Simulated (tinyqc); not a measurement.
Changing the bond stretching alpha: Keating valence-force model of a tetrahedral crystal. Computed by tinyqc, a small Python program. Command: `OMP_NUM_THREADS=1 python tinyqc.py 3012526 3012527 out.jsonl keating sweep`. One thread of a shared host (Intel(R) Xeon(R) Processor @ 2.30GHz), about 0.03 s of CPU time with the checks.

Atom A sits at 0 and atom B at a/4 (1,1,1) of an fcc lattice; the four bonds from A are t = a/4 (1,1,1), a/4 (1,-1,-1), a/4 (-1,1,-1), a/4 (-1,-1,1), of length d = sqrt(3) a/4. Energy: E = (3 alpha/(8 d^2)) sum over bonds (r.r - d^2)^2 + (3 beta/(8 d^2)) sum over pairs of bonds at one atom (r_i.r_j + d^2/3)^2, with beta_A for the six pairs at A and beta_B for the six at B. The cell holds two atoms, Omega = a^3/4. 1 N/m = 1 J/m^2. With constants fitted to the elastic moduli this model puts optical and zone-boundary frequencies of real crystals too high, by up to about 20 % in elemental crystals and up to about 50 % in compounds, and mostly by more for TA modes; in compounds the lattice part of the static dielectric constant then comes out too low.

Inputs (values chosen for the exercise, modelled on cubic silicon carbide):

| quantity | value | unit |
|---|---|---|
| lattice constant a | 4.36 | angstrom |
| mass M_A | 28.086 | u |
| mass M_B | 12.011 | u |
| bond bending beta_A | 34.3 | N/m |
| bond bending beta_B | 43.9 | N/m |

Structure: zinc blende.

Constants: nu for 1 eV/(angstrom^2 u) = 15.6333042 THz; 1 eV/angstrom^2 = 16.02176634 J/m^2; 1 THz = 33.35640952 1/cm.

Method:
- beta = (beta_A + beta_B)/2; C11 = (alpha + 3 beta)/a, C12 = (alpha - beta)/a, C44 = 4 alpha beta/(a (alpha + beta)); with the two sublattices clamped C44(0) = (alpha + beta)/a; internal-strain parameter zeta = (alpha - beta)/(alpha + beta); B = (C11 + 2 C12)/3.
- beta = (beta_A + beta_B)/2; mu = M_A M_B/(M_A + M_B); lambda = 4 (alpha + beta)/mu with the springs in eV/angstrom^2; nu = 15.6333042 THz x sqrt(lambda).
- With displacements u exp(i q.r), each bracket changes by g.u, where g = (g_A, g_B): bond t, g = (-2 t, 2 t exp(i q.t)); pair (i, j) at A, g = (-(t_i + t_j), t_i exp(i q.t_j) + t_j exp(i q.t_i)); pair at B, g = (-t_i exp(-i q.t_j) - t_j exp(-i q.t_i), t_i + t_j). Then D_mn = sum over the 4 bonds and 12 pairs of (4 k/a^2) conj(g_m) g_n / sqrt(M_m M_n), with k = alpha or beta converted to eV/angstrom^2. Only the short-range forces enter; the Coulomb field of the charges is left out.
- An eigenvalue lambda of D in eV/(angstrom^2 u) gives nu = 15.6333042 THz x sqrt(lambda).
- Take the lowest frequency at X = (1, 0, 0) 2 pi/a, the transverse acoustic (TA) mode.

One run for each value:

| bond stretching alpha (N/m) | nu_TO at G (THz) | bulk modulus B (GPa) | C44 (GPa) | TA frequency at X (THz) | internal-strain parameter zeta |
|---|---|---|---|---|---|
| 43.6 | 24.49 | 129.9 | 189.1 | 13.37 | 0.0544 |
| 53.2 | 25.87 | 151.9 | 206.8 | 13.88 | 0.1528 |
| 64.9 | 27.46 | 178.7 | 223.9 | 14.26 | 0.2481 |
| 79.1 | 29.28 | 211.3 | 240.1 | 14.54 | 0.3384 |
| 96.4 | 31.35 | 251.0 | 255.2 | 14.75 | 0.4229 |
| 117.0 | 33.65 | 298.2 | 268.9 | 14.90 | 0.4990 |
| 143.0 | 36.34 | 357.9 | 281.7 | 15.01 | 0.5706 |
| 175.0 | 39.41 | 431.3 | 293.2 | 15.10 | 0.6348 |

What does the table show, and why?

Over the rows, nu_TO at G (THz) rises from 24.5 to 39.4 (exponent d ln y / d ln x 0.28 between the first rows and 0.40 between the last); bulk modulus B (GPa) rises from 130 to 431 (exponent d ln y / d ln x 0.79 between the first rows and 0.92 between the last); C44 (GPa) rises from 189 to 293 (exponent d ln y / d ln x 0.45 between the first rows and 0.20 between the last); TA frequency at X (THz) rises from 13.4 to 15.1 (exponent d ln y / d ln x 0.19 between the first rows and 0.029 between the last); internal-strain parameter zeta rises from 0.0544 to 0.635 (exponent d ln y / d ln x 5.2 between the first rows and 0.53 between the last). B = (alpha + beta/3)/a and the optical mode follow the bond stretching; C44 needs the angles to bend and saturates towards 4 beta/a, and zeta tends to 1 as bonds become rigid.

Extremes, crossings and ranges named in words are read from the listed rows.
